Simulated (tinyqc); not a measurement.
Gate-all-around wire, scale length and short-channel effects: one step of the calculation.

A round wire of diameter ts in an insulator shell of thickness ti under a surrounding gate. Below threshold the potential that source and drain add obeys Laplace's equation and vanishes on the gate. Its lowest mode decays along the channel as exp(-k y); k is the smallest positive root of the matching condition at the interface, and the scale length is Lambda = pi/k.

Task. Scale length against simple estimates. Lambda = pi/k and l = 1/k. A parabolic potential across the structure gives l(parabolic) = sqrt([2 eps_r ts^2 ln(1 + 2 ti/ts) + ei ts^2]/(16 ei)).

Values chosen for this exercise; permittivities: semiconductor made up, insulator close to that of zirconium oxide: relative permittivity of the semiconductor eps_r = 14; relative permittivity of the insulator ei = 25.7; insulator thickness ti = 11 nm; wire diameter ts = 13.7 nm.

k = 0.14841664 1/nm

Wanted: Lambda; l; l(parabolic).

Result.

Lambda = 21.17 nm
l = 6.738 nm
l(parabolic) = 4.896 nm

Program tinyqc, `OMP_NUM_THREADS=1 python tinyqc.py 2420165 2420166 out.jsonl`; Intel Xeon 2.30GHz, shared host, one thread, about 0.01 s.
